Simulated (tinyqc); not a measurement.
Inside a calculation. Model: decay of LO phonons and the hot-phonon bottleneck in the cooling of electrons. Computed by tinyqc, a small Python program that keeps every step. Command: `OMP_NUM_THREADS=1 python tinyqc.py 3025576 3025577 out.jsonl hotphonon walk`. One thread of a shared host (Intel(R) Xeon(R) Processor @ 2.30GHz), about 0.01 s of CPU time with the checks. Intermediate numbers are printed to about 6 digits and carried at full precision; extremes and crossings named in words are read from the listed rows.

n(E, T) = 1/(exp(E/(k_B T)) - 1) is the Bose occupation. Electrons have a temperature T_e; the LO modes within their reach share one occupation N; the decay products stay at the lattice temperature.

Inputs (values chosen for the exercise, modelled on indium phosphide):
```
quantity                                             value    unit
LO energy hbar omega                                  43.1     meV
lifetime at T = 0, tau_0                                11      ps
weight b of the three-phonon channel                 0.057       -
lattice temperature T                                  150       K
electron mass m*                                    0.0797     m_0
eps_inf                                               9.67       -
static dielectric constant eps_s                      12.5       -
electron density n                                 4.1e+17  1/cm^3
density of LO modes that the electrons reach, N_m  2.4e+19  1/cm^3
power supplied per electron P                          5.7      nW
step factor                                            3.5       -
```

Decay channel: two equal phonons plus a three-phonon channel.

Constants: k_B = 8.617333262e-05 eV/K; c = 299792458 m/s; e^2/(4 pi eps_0) = 14.39964548 eV angstrom; hbar^2/(2 m_0) = 3.80998212 eV angstrom^2; hbar = 6.582119569e-16 eV s; e = 1.602176634e-19 C.

## Lifetime and Raman width

Decay rate 1/tau = (1/tau_0) [1 + 2 n_2 + b (1 + 3 n_3 + 3 n_3^2)]/(1 + b), n_2 = n(hbar omega/2), n_3 = n(hbar omega/3). Full width Gamma = 1/(2 pi c tau) in 1/cm, c in cm/s.

thermal factor tau_0/tau = 1.55859

phonon lifetime tau = 7.05766 ps

Raman width Gamma = 0.752209 1/cm

equilibrium LO occupation N_0 = 0.0369542

Stimulated decay shortens the lifetime by 36 %.

## Spontaneous emission time

Froehlich coupling alpha = (e^2/(4 pi eps_0)) (1/eps_inf - 1/eps_s) k_0/(2 hbar omega), k_0 = sqrt(m* hbar omega/(hbar^2/(2 m_0))); emission time tau_sp = hbar/(2 alpha hbar omega); bottleneck ratio r = (n/N_m) tau/tau_sp.

alpha = 0.117436

emission time tau_sp = 65.0216 fs

bottleneck ratio r = 1.85428

r compares the rate at which electrons exchange quanta with a mode to its decay rate. Exchange outruns decay, so a hot population builds up if the power is high enough.

## Electron and phonon temperatures in closed form

Net emission per electron: [(N + 1) x - N]/tau_sp with x = exp(-hbar omega/(k_B T_e)), a simple two-level balance; steady state of the modes: n [(N + 1) x - N]/tau_sp = N_m (N - N_0)/tau; power per electron P = hbar omega [(N + 1) x - N]/tau_sp. With p = P tau_sp/(hbar omega): N = N_0 + r p and x = (p + N)/(N + 1); without hot phonons N = N_0. The mode temperature T_LO solves n(hbar omega, T_LO) = N.

reduced power p = 0.0536716

LO occupation N = 0.136476

electron temperature T_e = 279.747 K

T_e without hot phonons = 205.208 K

mode temperature T_LO = 235.974 K

Hot phonons raise T_e by 75 K. T_LO lies between the lattice and the electrons.

## The same balance by iteration

Eliminating N gives P(T_e) = (hbar omega/tau_sp) [(N_0 + 1) x - N_0]/[1 + r (1 - x)]. Newton steps on ln P against ln T_e, times the step factor, each limited to 0.7 in ln T_e and to keeping a fifth of T_e - T; start at 1.5 T; stop when |ln(P/P(T_e))| < 1e-9 or after 40 steps.

Iterations:
```
step  T_e (K)  P(T_e) (nW)  ln(P/P(T_e))
0     225.000       3.0154      0.636727
1     426.759      13.2405     -0.842812
2     211.922       2.4159      0.858404
3     426.759      13.2405     -0.842812
4     211.922       2.4159      0.858404
5     426.759      13.2405     -0.842812
6     211.922       2.4159      0.858404
7     426.759      13.2405     -0.842812
8     211.922       2.4159      0.858404
...       ...          ...           ...
31    426.759      13.2405     -0.842812
32    211.922       2.4159      0.858404
33    426.759      13.2405     -0.842812
34    211.922       2.4159      0.858404
35    426.759      13.2405     -0.842812
36    211.922       2.4159      0.858404
37    426.759      13.2405     -0.842812
38    211.922       2.4159      0.858404
39    426.759      13.2405     -0.842812
```

converged (1 yes, 0 no) = 0

T_e from the iteration = 211.922 K

Not converged: the residual has stopped falling and repeats with period one or two: the iteration swings between two states. Near the root each step multiplies the error by 1 - (step factor) = -2.50.

Reruns converge with step factor = 1.0; or with step factor = 0.7.
